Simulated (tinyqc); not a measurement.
Short-channel transistor, virtual-source model with series resistance: one step of the calculation.

The current per gate width is the charge at the top of the source barrier (the virtual source) times its velocity times a saturation function; al and be are fitting constants of the model. Units: I in uA/um, Rs in ohm um, so I Rs = 1e-6 I Rs in volts; Q in uC/cm^2, so I = 1e-4 Q vx0 Fsat with vx0 in cm/s.

Problem. What the series resistance costs. Intrinsic voltages Vg' = Vgs - I Rs, Vd' = Vds - 2 I Rs. n = n0 + nd Vd', VT = VT0 - dl Vd', Ff = 1/(1 + exp((Vg' - VT + al Vt/2)/(al Vt))), Q = Cinv n Vt ln(1 + exp((Vg' - VT + al Vt Ff)/(n Vt))), Vdsat = (vx0 L/mu)(1 - Ff) + Vt Ff, Fsat = u/(1 + u^be)^(1/be) with u = Vd'/Vdsat, and I = Q vx0 Fsat per width. I0 is the current for Rs = 0. Effective velocity I/Q; transit time L Q/I.

Values chosen for this exercise: temperature T = 250 K; inversion capacitance Cinv = 1.07 uF/cm^2; velocity at the virtual source vx0 = 2.19e7 cm/s; apparent mobility mu = 120 cm^2/(V s); channel length L = 45 nm; threshold at zero drain voltage VT0 = 0.469 V; drain-induced barrier lowering dl = 0.185 V/V; subthreshold factor n0 = 1.51; growth of n with drain voltage nd = 0 1/V; threshold shift (in units of Vt) from weak to strong inversion al = 3.5; sharpness of saturation be = 1.6; series resistance of each contact Rs = 70 ohm um; gate voltage Vgs = 1.2 V; drain voltage Vds = 1.2 V.

Constants: q = 1.602176634e-19 C, kB = 1.380649e-23 J/K, Vt = kB T/q. Results are converted to the units shown.

converged I = 1371.3589 uA/um
I0 = 1701.4708 uA/um

Find: loss against I0; effective velocity; transit time.

Solution.

loss against I0 = 19.402 %
effective velocity = 1.5602e7 cm/s
transit time = 0.28843 ps

The carriers leave the virtual source at 71.2 % of vx0.

Computed by the program tinyqc: `OMP_NUM_THREADS=1 python tinyqc.py 2380019 2380020 out.jsonl`, one thread of a shared Intel Xeon 2.30GHz, about 0.01 s for the whole run.
